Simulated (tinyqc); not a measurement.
Front-illuminated p-i-n photodiode, quantum efficiency and bandwidth: two steps of the calculation.

Light enters through a p layer (0 to xp), a depleted layer (xp to xp + wi) and a thick n substrate, decaying as exp(-al x); one pass, no back reflection. Carriers made in the depleted layer are all collected; those in the neutral layers diffuse.

Values chosen for this exercise; values close to those of In0.53Ga0.47As at this wavelength:
- lam = 1310 nm (wavelength)
- al = 11300 1/cm (absorption coefficient)
- Rf = 0.3 (reflectance of the front face)
- eps_r = 13.3 (relative permittivity)
- xp = 0.34 um (thickness of the front p layer)
- wi = 1.7 um (thickness of the depleted layer)
- Dn = 39 cm^2/s (electron diffusion coefficient in the p layer)
- Ln = 0.26 um (electron diffusion length in the p layer)
- S = 20000 cm/s (recombination velocity of the front surface)
- Lp = 44 um (hole diffusion length in the thick n substrate)
- ve = 7.05e6 cm/s (electron drift velocity)
- vh = 4.68e6 cm/s (hole drift velocity)
- dia = 400 um (diameter)
- RL = 50 ohm (load resistance)
- Cp = 30 fF (parasitic capacitance)
- f = 9.3 GHz (modulation frequency)

Constants: q = 1.602176634e-19 C, h = 6.62607015e-34 J s, c = 299792458 m/s, eps0 = 8.8541878128e-14 F/cm where lengths are in cm. Results are converted to the units shown.

Question 1. Quantum efficiency. k = al Ln, s = S Ln/Dn, e = exp(-al xp); front layer f1 = (k/(k^2 - 1)) {[s + k - e (s cosh(xp/Ln) + sinh(xp/Ln))]/[s sinh(xp/Ln) + cosh(xp/Ln)] - k e}; depleted layer f2 = e (1 - exp(-al wi)); substrate f3 = e exp(-al wi) al Lp/(1 + al Lp); external efficiency (1 - Rf)(f1 + f2 + f3); responsivity = efficiency q lam/(h c).

Find: s; f1; f2; f3; external efficiency; responsivity.

Answer 1.

s = 0.013333
f1 = 0.20499
f2 = 0.58126
f3 = 0.097772
external efficiency = 0.61881
responsivity = 0.65383 A/W

The front layer absorbs 31.9 % of the light that enters and collects 64.3 % of that. Diffusion from the neutral layers makes up 34.2 % of the current.

Question 2. Response at one frequency. Drift response for pairs made in the depleted layer, a = al wi, g = 1 - exp(-a), u = 2 pi i f, te = wi/ve, th = wi/vh: electrons He = [g - a (exp(-a) - exp(-u te))/(u te - a)]/(u te g), holes Hh = [g - a (1 - exp(-a - u th))/(a + u th)]/(u th g); C = eps0 eps_r pi (dia/2)^2/wi + Cp; total |He + Hh|/sqrt(1 + (2 pi f RL C)^2), for the current of the depleted layer alone.

Wanted: te; th; He; Hh; |He + Hh|; C; total response.

Answer 2.

te = 24.113 ps
th = 36.325 ps
He = 0.52778-0.31045i
Hh = 0.26470-0.16926i
|He + Hh| = 0.92636
C = 8734.9 fF
total response = 0.036271

The drift response alone falls to 1/sqrt(2) at 19.8 GHz and the RC term alone at 0.364 GHz; together they give 0.364 GHz for this part of the current; the diffusion currents, left out, respond on their own time scales.

Computed by the program tinyqc: `OMP_NUM_THREADS=1 python tinyqc.py 2250115 2250116 out.jsonl`, one thread of a shared Intel Xeon 2.30GHz, about 0.01 s for the whole run.
